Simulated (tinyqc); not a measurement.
Coherent potential approximation for a binary alloy with a semi-elliptic band: one step. Densities on A and B, and the lifetime. Five cases, with inputs chosen for the exercise.

Problem. G_i = G/(1 - (e_i - S) G); densities -Im G_i/pi; their weighted sum must be -Im G/pi. Lifetime hbar/(2 |Im S|), which has a meaning only while |Im S| is small against W. Weak-scattering value of S: x (1 - x) d^2 G.

Site levels eA = -x d (share 1 - x) and eB = (1 - x) d (share x), so that their mean, the virtual crystal, is 0. Pure band: G0(z) = 2 (z - sqrt(z - W) sqrt(z + W))/W^2 with principal roots, density -Im G/pi per site. The medium has a self-energy S(z), G = G0(z - S), z = E + i eta. t_i = (e_i - S)/(1 - (e_i - S) G); the CPA demands <t> = (1 - x) tA + x tB = 0. Iteration: start at S = 0, set S(new) = S + <t>/(1 + <t> G), stop when |<t>| < 1e-9 eV.

Constants: hbar = 6.58211957e-16 eV s.

Give: densities; lifetime; weak-scattering S.

Case 1.

Values chosen: x = 0.41 (fraction of B); d = 0.58 eV (eB - eA).

eA, eB (eV): [-0.237800, 0.342200]

S = -0.0239462-0.0386043i eV
G = -0.2630326-0.5031912i 1/eV

Solution.

densities (1/eV): on A 0.1808, on B 0.1304, weighted sum 0.1602, medium 0.1602

lifetime = 8.53 fs
weak-scattering S = -0.0214-0.0409i eV

An A site carries the larger density here, by a factor 1.39; the weak-scattering value is 8 % from S.

Case 2.

Values chosen: x = 0.25 (fraction of B); d = 2.49 eV (eB - eA).

eA, eB (eV): [-0.622500, 1.867500]

S = 0.0616872-0.5799368i eV
G = 0.1638660-0.3011415i 1/eV

Solution.

densities (1/eV): on A 0.0765, on B 0.1539, weighted sum 0.0959, medium 0.0959

lifetime = 0.567 fs
weak-scattering S = 0.1905-0.3501i eV

A B site carries the larger density here, by a factor 2.01; the weak-scattering value is 45 % from S.

Case 3.

Values chosen: x = 0.17 (fraction of B); d = 4.59 eV (eB - eA).

eA, eB (eV): [-0.780300, 3.809700]

S = -0.5659547-0.1648234i eV
G = -0.3089876-0.3903893i 1/eV

Solution.

densities (1/eV): on A 0.1470, on B 0.0134, weighted sum 0.1243, medium 0.1243

lifetime = 2.00 fs
weak-scattering S = -0.9185-1.1605i eV

An A site carries the larger density here, by a factor 11.00; the weak-scattering value is 179 % from S.

Case 4.

Values chosen: x = 0.3 (fraction of B); d = 2.63 eV (eB - eA).

eA, eB (eV): [-0.789000, 1.841000]

S = -0.6728422-0.4251715i eV
G = 0.0913324-0.7023765i 1/eV

Solution.

densities (1/eV): on A 0.2986, on B 0.0486, weighted sum 0.2236, medium 0.2236

lifetime = 0.774 fs
weak-scattering S = 0.1327-1.0202i eV

An A site carries the larger density here, by a factor 6.15; the weak-scattering value is 126 % from S.

Case 5.

Values chosen: x = 0.07 (fraction of B); d = 1.25 eV (eB - eA).

eA, eB (eV): [-0.087500, 1.162500]

S = -0.0428494-0.0177473i eV
G = -0.5824504-0.5494713i 1/eV

Solution.

densities (1/eV): on A 0.1842, on B 0.0516, weighted sum 0.1749, medium 0.1749

lifetime = 18.5 fs
weak-scattering S = -0.0592-0.0559i eV

An A site carries the larger density here, by a factor 3.57; the weak-scattering value is 90 % from S.

Computed by tinyqc, one run a case: `OMP_NUM_THREADS=1 python tinyqc.py N N+1 out.jsonl` with N = 1480211, 1480275, 1480358, 1480425, 1480534; one thread of a shared Intel(R) Xeon(R) Processor @ 2.30GHz, about 0.01 s a run at most.
